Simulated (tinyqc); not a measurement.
Isochronal anneals: hydrogen passivation and dissociation of interface defects with a spread of activation energies. Computed by tinyqc, a small Python program. Command: `OMP_NUM_THREADS=1 python tinyqc.py 3025176 3025177 out.jsonl passivation walk`. One thread of a shared host (Intel(R) Xeon(R) Processor @ 2.30GHz), about 0.01 s of CPU time with the checks.

All defects start passivated and lose hydrogen by HP -> P + H; no hydrogen is supplied. Activation energies are normally distributed.

Inputs (values chosen for the exercise, for a model interface): mean dissociation energy E_d = 2.91 eV; spread s_d = 0.049 eV; prefactor k_d0 = 9.5e+12 1/s; anneal time t = 130 s.

Ambient: vacuum.

Constants: k_B = 8.617333262e-05 eV/K.

Method. b = k_d0 exp(-E_d/k_B T); the active share of one kind of site is 1 - exp(-b t). Full average: z from -5 to 5 in steps of 0.125 with normalised weights exp(-z^2/2), energy = mean + spread x z.

Same time, other temperatures:
```
T (K)     b (1/s)  active share, single energy  active share, spread
700    1.0633e-08                   1.3823e-06            1.9225e-06
750    2.6508e-07                   3.4460e-05            4.5933e-05
800    4.4211e-06                   5.7458e-04            7.3945e-04
850    5.2954e-05                   6.8603e-03            8.5526e-03
900    4.8133e-04                   6.0655e-02            7.2277e-02
950    3.4681e-03                   3.6291e-01            3.8665e-01
1000   2.0510e-02                   9.3049e-01            8.9082e-01
1050   1.0241e-01                   1.0000e+00            9.9895e-01
1100   4.4179e-01                   1.0000e+00            1.0000e+00
```

What does the comparison show, and why?

Hydrogen is lost over a window: solving the same formulas, the share goes from 10 to 90 % within 93 K with the spread and 83 K without, since weakly bound sites go early and strongly bound ones late; half is lost near 960 K, where k_B T ln(k_d0 t) is about E_d.
